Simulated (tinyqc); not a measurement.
# Double-gate transistor, scale length and short-channel effects, step by step

Numbers from tinyqc (`OMP_NUM_THREADS=1 python tinyqc.py 2420086 2420087 out.jsonl`; about 0.01 s on one thread of a shared Intel Xeon 2.30GHz). Printed values are rounded.

A body of thickness ts between two insulators of thickness ti and two tied gates. Below threshold the potential that source and drain add obeys Laplace's equation and vanishes on the gate. Its lowest mode decays along the channel as exp(-k y); k is the smallest positive root of the matching condition at the interface, and the scale length is Lambda = pi/k.

Parameters, values chosen for the exercise; permittivities: semiconductor close to that of indium arsenide, insulator close to that of zirconium oxide: temperature T = 300 K; relative permittivity of the semiconductor eps_r = 15; relative permittivity of the insulator ei = 25.3; insulator thickness ti = 13 nm; body thickness ts = 8.6 nm; channel length L = 56 nm; potential of the source Vbi = 0.88 V; potential of the barrier top at threshold sT = 0.43 V; long-channel threshold VTL = 0.39 V; long-channel body factor m = 1; drain voltage Vds = 0.6 V.

Constants: q = 1.602176634e-19 C, kB = 1.380649e-23 J/K, Vt = kB T/q. Results are converted to the units shown.

## Scan of the matching condition

k, point 0 to 7 (1/nm): 0.01625  0.0325  0.04875  0.065  0.08125  0.0975  0.11375  0.13

f(k) = ei cos(k ti) cos(k ts/2) - eps_r sin(k ti) sin(k ts/2).

f(k), point 0 to 7: 24.4576  21.9936  18.0924  13.0455  7.2291  1.0744  -4.9652  -10.4494

The first change of sign lies between k = 0.0975 and 0.11375 1/nm.

## Iteration 1: decay constant by Newton steps

k at the start = 0.0975 1/nm

f(k) = ei cos(k ti) cos(k ts/2) - eps_r sin(k ti) sin(k ts/2); f' by a central difference with +/- 1e-5 1/nm; k(new) = k - f/f'.

f = 1.07444
f' = -379.863 nm
k after iteration 1 = 0.100329 1/nm

## Iteration 2: decay constant by Newton steps

As before.

f = 0.00215973
f' = -378.195 nm
k after iteration 2 = 0.100334 1/nm

## Course of the iteration: decay constant by Newton steps

Stop when k changes by less than 1e-10 1/nm, or after 30 iterations.

Course of the iteration:
```
iteration	k (1/nm)	|change| (1/nm)
1	0.100329	2.83e-3
2	0.100334	5.71e-6
3	0.100334	3.19e-11
```

Converged in 3 iterations. The change falls from 0.0028 in the first iteration to below the tolerance in the last.

## Scale length against simple estimates

k = 0.100334 1/nm

Lambda = pi/k and l = 1/k. A parabolic potential across the structure gives l(parabolic) = sqrt((eps_r/(2 ei)) ts ti (1 + ei ts/(4 eps_r ti))).

Lambda = 31.3113 nm
l = 9.96669 nm
l(parabolic) = 6.51055 nm

The parabolic estimate is 35 % below l.

## Threshold shift, barrier position and swing

Along the channel psi(y) = s + a exp(y/l) + b exp(-y/l) with psi(0) = Vbi, psi(L) = Vbi + Vds and l = 1/k = Lambda/pi; with A = Vbi - s, B = A + Vds, x = exp(-L/l): a = (B - A x) x/(1 - x^2), b = (A - B x)/(1 - x^2). The minimum is s + 2 sqrt(a b), at y = (l/2) ln(b/a). The long-channel potential follows the gate as s = sT + (Vg - VTL)/m, and the threshold VT is the gate voltage at which the minimum equals sT. Swing = m Vt ln 10/g at threshold, g = d(minimum)/ds = 1 - (b x + a)/((1 + x) sqrt(a b)).

s at threshold = 0.335304 V
a = 0.00414732 V
b = 0.540549 V
position of the minimum = 24.2695 nm
VT = 0.295304 V
swing = 68.3081 mV/decade

The threshold lies 94.7 mV below the long-channel value, and the barrier top sits at 0.43 L from the source.
